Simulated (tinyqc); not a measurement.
Armchair graphene nanoribbon in tight binding: one step. The gap with the edge correction.

An armchair ribbon of N dimer lines, width (N - 1) sqrt3 acc/2, period 3 acc, one pz orbital a site. In line n, A_n binds to B_n with -t exp(ik/3), times (1 + d) in the two edge lines, and to B_(n-1) and B_(n+1) with -t exp(-ik/6); k runs from -pi to pi. For d = 0 the modes across the ribbon are sin(n p pi/(N + 1)), p = 1 to N, with E = -/+ t sqrt(1 + 4 c^2 + 4 c cos(k/2)), c = cos(p pi/(N + 1)).

Parameters, chosen for this exercise (out of a larger set: near those used for graphene; not measured data):
- t = 2.73 eV (hopping)
- N = 7 (dimer lines)
- d = 0.2 (relative strengthening of the edge bonds)

Problem. First order in d: for the mode p nearest to c = -1/2 the gap is 2t |1 + 2c + d w|, w = 4 sin^2(p pi/(N + 1))/(N + 1) being the weight on the two edge lines. Compare with twice the smallest |E| of H(0).

Give: p; w; gap to first order; gap from H(0).

Solution.

p = 5
w = 0.4268
gap to first order = 1.7471 eV
gap from H(0) = 1.7241 eV

First order misses the full value by +23.1 meV.

Run: tinyqc, `OMP_NUM_THREADS=1 python tinyqc.py 1452883 1452884 out.jsonl`; Intel(R) Xeon(R) Processor @ 2.30GHz, one thread, shared host; about 0.04 s of CPU time with all checks.
